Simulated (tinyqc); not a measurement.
# Donor binding, ionisation and the Mott limit: ionisation against doping

Hydrogenic donor: Ry = (m0 q^3/(8 eps0^2 h^2)) me/eps_r^2 in eV, E0 = cc Ry, radius a = q/(8 pi eps0 eps_r E0), Mott density Nm = (0.26/a)^3. Below Nm the level sinks as Ed = E0 [1 - (N/Nm)^(1/3)]. Neutrality: Nc F12(eta) = N/(1 + 2 exp(eta + Ed/kB T)), F12(x) = (2/sqrt(pi)) int_0^infinity sqrt(u)/(1 + exp(u - x)) du.

The neutrality equation is solved with F12 in each row.

Inputs (values chosen for the exercise); band and dielectric values close to those of silicon:
- T = 300 K (temperature)
- eps_r = 11.5 (relative permittivity)
- me = 0.258 m0 (mass in the hydrogenic formula, set independently of Nc)
- Nc = 2.77e19 cm^-3 (conduction-band density of states at 300 K)
- cc = 1 (ratio of the true binding energy to the hydrogenic one)

Constants: q = 1.602176634e-19 C, kB = 1.380649e-23 J/K, eps0 = 8.8541878128e-12 F/m, h = 6.62607015e-34 J s, m0 = 9.1093837015e-31 kg, Vt = kB T/q. Results are converted to the units shown.

Result of one run:
```
N/Nm	Ed (meV)	ionised (%)	ionised with Ed = E0 (%)
0.05600	16.39	99.00	98.53
```

Which donor density N gave this result: 5.2e15, 3.1e16, 7.5e16, 1.8e17 or 4.5e17 cm^-3?

N = 7.5e16 cm^-3.

The whole series:
```
N (cm^-3)	N/Nm	Ed (meV)	ionised (%)	ionised with Ed = E0 (%)
8.7e14	6.496e-4	24.24	99.98	99.98
2.1e15	0.001568	23.46	99.96	99.96
5.2e15	0.003883	22.37	99.91	99.90
1.3e16	0.009706	20.88	99.79	99.74
3.1e16	0.02315	18.98	99.54	99.38
7.5e16	0.05600	16.39	99.00	98.53
1.8e17	0.1344	12.95	97.94	96.61
4.5e17	0.3360	8.090	95.89	92.24
1.1e18	0.8213	1.686	92.63	84.12
```

The ionised share falls from 100 to 92.6 %, against 100 to 84.1 % for a fixed level: a higher density raises EF against the level, which fills more donors, while the sinking Ed works the other way.

Range of the model: A sharp level with degeneracy 2 overstates freeze-out near Nm, where the impurity band broadens and merges with the conduction band.

Numbers from tinyqc (`OMP_NUM_THREADS=1 python tinyqc.py 2330028 2330029 out.jsonl`; about 0.01 s on one thread of a shared Intel Xeon 2.30GHz).
